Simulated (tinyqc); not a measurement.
Hole mobility in a silicon inversion layer, empirical terms and Matthiessen rule: two steps of the calculation.

Inversion layer of sheet density Ns on a uniformly doped body. The mobility terms are empirical power laws with prefactors chosen for the exercise; adding their inverses (Matthiessen) is itself an approximation.

Values chosen for this exercise; material values close to those of silicon: temperature T = 300 K; relative permittivity of the semiconductor eps_r = 11.8; body doping Nb = 1.4e18 cm^-3; weight of the inversion charge in the effective field eta = 0.3333; gate capacitance Cox = 1.94 uF/cm^2; phonon-limited mobility at 1 MV/cm and 300 K Ap = 143 cm^2/(V s); roughness-limited mobility at 1 MV/cm As = 424 cm^2/(V s); exponent of the roughness term gs = 1; Coulomb prefactor Ac = 1000 cm^2/(V s); charge at the interface Nit = 9.7e11 cm^-2; ratio W/L WL = 5; drain voltage Vd = 0.01 V; measured linear current I = 1.43 uA.

Constants: q = 1.602176634e-19 C, eps0 = 8.8541878128e-14 F/cm where lengths are in cm. Results are converted to the units shown.

Problem 1. Inversion density for the measured current. I = (W/L) q Ns mu Vd. E = q (Ndep + eta Ns)/(eps0 eps_r) in MV/cm. With t = T/(300 K): muC = Ac (Ns/1e12 cm^-2) t/(Nb/1e17 cm^-3 + Nit/1e11 cm^-2), muP = Ap E^(-1/3) t^(-1.75), muS = As E^(-gs); 1/mu is the sum of the inverses. Ns(new) = I/((W/L) q mu Vd).

Ns after iteration 1 = 3.6145795e12 cm^-2
Ndep = 5.9620075e12 cm^-2

Wanted: E; mu; Ns after iteration 2.

Solution 1.

E = 1.0990 MV/cm
mu = 61.105 cm^2/(V s)
Ns after iteration 2 = 2.9213e12 cm^-2

Problem 2. Split C-V extraction. Q(Vg) is the trapezoid sum of Cgc from the first point (where Q is taken as 0); mu_eff = I/((W/L) Q Vd); mu_FE = (dI/dVg)/((W/L) Cox Vd) with a backward difference. Listed from point 4 on.

```
point  Vg (V)  Cgc (uF/cm^2)         I (uA)
0           0   3.8877177e-5  1.8520832e-11
1         0.1   0.0010307154   1.3023861e-8
2         0.2    0.026974583   9.0240196e-6
3         0.3     0.52808931   0.0044580138
4         0.4      1.7623646     0.19651520
5         0.5      1.9326562     0.78770218
6         0.6      1.9397221      1.5426756
7         0.7      1.9399895      2.3459860
8         0.8      1.9399996      3.1553354
9         0.9      1.9400000      3.9523447
10          1      1.9400000      4.7286565
11        1.1      1.9400000      5.4806396
12        1.2           1.94      6.2070360
```

Give: Q; mu_eff; mu_FE.

Solution 2.

```
point  Q (uC/cm^2)  mu_eff (cm^2/(V s))  mu_FE (cm^2/(V s))
4           0.1437                27.35               19.80
5           0.3285                47.96               60.95
6           0.5221                59.10               77.83
7           0.7161                65.52               82.82
8           0.9101                69.34               83.44
9            1.104                71.59               82.17
10           1.298                72.86               80.03
11           1.492                73.46               77.52
12           1.686                73.63               74.89
```

At the last point mu_FE is 1.7 % above mu_eff.

Computed by the program tinyqc: `OMP_NUM_THREADS=1 python tinyqc.py 2510051 2510052 out.jsonl`, one thread of a shared Intel Xeon 2.30GHz, about 0.01 s for the whole run.
